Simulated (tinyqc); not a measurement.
## Octagonal on-chip spiral inductor, lumped pi model: effect of the number of turns

Outer diameter do = di + 2 n wd + 2 (n - 1) sp, mean da = (do + di)/2, fill p = (do - di)/(do + di), length l = 3.314 n da. L = 2.25 mu0 n^2 da/(1 + 3.55 p), mu0 = 4 pi 1e-7 H/m. Rs = rho l/(wd delta (1 - exp(-th/delta))), delta = sqrt(rho/(pi f mu0)). Cs = n wd^2 eps0 eo/hu across the coil. At each end Cox = l wd eps0 eo/(2 ho) leads to the substrate branch Rsi = 2 rs he/(l wd) in parallel with Csi = l wd eps0 11.7/(2 he). With one end grounded Y = 1/(Rs + i w L) + i w Cs + 1/[1/(i w Cox) + 1/(1/Rsi + i w Csi)], w = 2 pi f; Q = -Im Y/Re Y. Eddy currents in neighbouring turns and in the substrate are left out.

Peak Q and its frequency from a search over f; self-resonance where Im Y = 0; Q at the given f (negative beyond resonance).

Inputs (values chosen for the exercise); values of the order met in silicon radio-frequency processes:
```
symbol  value     unit                                     meaning
wd          8       um                                  line width
sp        1.5       um                         space between turns
di         40       um                              inner diameter
th          4       um                             metal thickness
rho         3  uohm cm                           metal resistivity
ho          4       um                        oxide below the coil
hu        0.9       um            oxide between coil and underpass
eo          3                   relative permittivity of the oxide
rs         10   ohm cm                       substrate resistivity
he         80       um  effective spreading depth in the substrate
f         1.7      GHz                                   frequency
```

Constants: eps0 = 8.8541878128e-12 F/m. Results are converted to the units shown.

Result of one run:
```
L (nH),do (um),peak Q,f of the peak (GHz),self-resonance (GHz),Q at f
2.600,141.5,9.548,3.687,23.27,7.620
```

Which number of turns n gave this result: 1.5, 2.5, 4.5, 5.5 or 6.5?

n = 5.5.

The whole series:
```
n,L (nH),do (um),peak Q,f of the peak (GHz),self-resonance (GHz),Q at f
1.5,0.1806,65.50,19.23,65.42,187.9,3.521
2.5,0.4848,84.50,15.33,24.16,86.57,4.797
3.5,0.9666,103.5,12.61,11.34,50.51,5.891
4.5,1.660,122.5,10.75,6.099,33.11,6.847
5.5,2.600,141.5,9.548,3.687,23.27,7.620
6.5,3.822,160.5,8.789,2.529,17.10,8.111
8.5,7.252,198.5,7.874,1.523,9.978,7.797
```

As n goes from 1.5 to 8.5, L rises from 0.181 to 7.25 nH, the peak Q falls from 19.2 to 7.87, its frequency falls from 65.4 to 1.52 GHz and the self-resonance falls from 188 to 9.98 GHz.

Computed by the program tinyqc: `OMP_NUM_THREADS=1 python tinyqc.py 2302104 2302105 out.jsonl`, one thread of a shared Intel Xeon 2.30GHz, about 0.01 s for the whole run.
